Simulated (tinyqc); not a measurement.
Interstitial-substitutional diffusion of a fast metal impurity in a wafer (kick-out and dissociative mechanisms): one step, computed by the program tinyqc. Command: `OMP_NUM_THREADS=1 python tinyqc.py 3010831 3010832 out.jsonl kickout walk`. One thread of a shared host (Intel(R) Xeon(R) Processor @ 2.30GHz), about 0.3 s of CPU time with the checks.

The metal moves as an interstitial A_i and dissolves on lattice sites either by kicking out a self-interstitial (A_i = A_s + I) or by filling a vacancy (A_i + V = A_s). With A_i at its solubility, local equilibrium and c = C_s/C_s*, self-interstitials and vacancies obey C_I/C_I* = 1/c and C_V/C_V* = c.

Question. Closed forms. Pure kick-out: the centre rises as c_m = (2/d) sqrt(pi D_K t) while c_m is small. Pure dissociative or sink-rich cases give erfc profiles with depth 2 sqrt(D_F t) or 2 sqrt(D_A t). The short time that the interstitial metal needs to fill the wafer is neglected.

Inputs (values chosen for the exercise, loosely like those of a heavy transition metal in silicon): temperature T = 1075 C; wafer thickness d = 525 um; time t = 510 s.

D_K = 1.415394e-09 cm^2/s

D_F = 6.094495e-10 cm^2/s

D_A = 5.560045e-06 cm^2/s

Give: centre value c_m, closed form; depth 2 sqrt(D_F t); depth 2 sqrt(D_A t).

Answer.

centre value c_m, closed form = 0.05737

depth 2 sqrt(D_F t) = 11.15 um

depth 2 sqrt(D_A t) = 1065 um

Caution: the depth 2 sqrt(D_A t) exceeds half the wafer, so in a sink-rich wafer the profiles from the two faces overlap and a single erfc no longer holds.
